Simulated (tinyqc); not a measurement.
Off-state leakage of single and stacked transistors: leakage components against the temperature.

n-channel devices of unit width. Subthreshold current I(Vg, Vs, Vd) = I0 (T/300 K)^0.5 exp[(Vg - Vs - VT(T) - gb (Vs - Vb) + dd (Vd - Vs))/(nf Vt)] (1 - exp(-(Vd - Vs)/Vt)), VT(T) = VT - cT (T - 300 K). Gate-edge tunnelling Ig (Vd/1 V) exp(ag (Vd - 1 V)), for a gate at 0 V, and band-to-band leakage Ab u exp(-Bb/u), u = Vd - Vb + 1 V, flow at a drain held at V; both are taken as independent of T. In a stack of off transistors (all gates at 0 V) the same subthreshold current passes through each.

One transistor with Vg = Vs = 0, Vd = V; stack factor I(one)/I(two in series).

Values chosen for this exercise; values of the order met in bulk silicon logic transistors:
```
symbol,value,unit,meaning
V,0.8,V,supply voltage
VT,0.37,V,"threshold at 300 K, zero drain and body bias"
cT,0.9,mV/K,fall of the threshold with temperature
I0,0.31,uA/um,current at threshold at 300 K
nf,1.36,,slope factor
dd,0.17,,drain-induced lowering per volt
gb,0.24,,rise of the threshold per volt of source-body bias
Ig,5e-6,uA/um,gate-edge tunnelling current at 1 V
ag,4.8,1/V,exponential slope of the gate current
Ab,100,uA/(um V),prefactor of band-to-band leakage at the drain
Bb,23,V,its exponential voltage
Vb,-0.6,V,body voltage
```

Constants: q = 1.602176634e-19 C, kB = 1.380649e-23 J/K, Vt = kB T/q. Results are converted to the units shown.

The same in every row: gate edge (nA/um) = 0.0015316; band-to-band (nA/um) = 16.528.

Leakage components against the temperature:
```
T (K),subthreshold (nA/um),total (nA/um),stack factor,largest part
250,1.5195e-4,16.530,63.987,band-to-band
275,0.0011901,16.531,44.220,band-to-band
300,0.0066398,16.536,32.574,band-to-band
325,0.028527,16.558,25.205,band-to-band
350,0.099795,16.629,20.271,band-to-band
375,0.29613,16.826,16.815,band-to-band
400,0.76862,17.298,14.301,band-to-band
425,1.7865,18.316,12.416,band-to-band
```

As T goes from 250 to 425, the total leakage rises from 16.5 to 18.3 nA/um. The band-to-band part leads at T = 250 and in all other rows. The subthreshold part doubles every 20.5 K between the last two rows. The reduction by a stack of two falls from 64.0 to 12.4, for the subthreshold part alone.

Program tinyqc, `OMP_NUM_THREADS=1 python tinyqc.py 2242216 2242217 out.jsonl`; Intel Xeon 2.30GHz, shared host, one thread, about 0.03 s.
